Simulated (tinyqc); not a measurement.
Electron counts at which the sphere reaches the zone: Brillouin zone and empty-lattice bands of the fcc structure.

Primitive vectors a (0,1/2,1/2), a (1/2,0,1/2), a (1/2,1/2,0); one atom. Reciprocal vectors obey a_i.b_j = 2 pi delta_ij; k is given in units of 2 pi/a. Empty-lattice levels are c0 (2 pi/a)^2 |k + G|^2, c0 = hbar^2/2m0. Points: X = (1, 0, 0), L = (0.5, 0.5, 0.5), K = (0.75, 0.75, 0), W = (1, 0.5, 0), U = (1, 0.25, 0.25).

Constants: hbar^2/2m0 = 3.80998211 eV angstrom^2.

Parameters, chosen for this exercise (out of a larger set: lattice near that of Au; not measured data): a = 4.114 angstrom (lattice constant).

Z = V kF^3/(3 pi^2), V the volume of the primitive cell, with kF = |k| of each point.

Results:

| point | \|k\| (2 pi/a) | Z per atom | EF there (eV) |
|---|---|---|---|
| X | 1.0000 | 2.094 | 8.887 |
| L | 0.8660 | 1.360 | 6.665 |
| K | 1.0607 | 2.499 | 9.998 |
| W | 1.1180 | 2.927 | 11.109 |
| U | 1.0607 | 2.499 | 9.998 |

The sphere first touches the zone at L, for Z = 1.360, and covers it at W, for Z = 2.927, while the zone itself holds 2 electrons per atom. These counts do not depend on a. First contact at 1.36 (fcc) and 1.48 (bcc) is the free-electron argument for the Hume-Rothery limits of brasses.

Program tinyqc; command `OMP_NUM_THREADS=1 python tinyqc.py 1850306 1850307 out.jsonl`; about 0.01 s on one thread of a shared Intel(R) Xeon(R) Processor @ 2.30GHz.
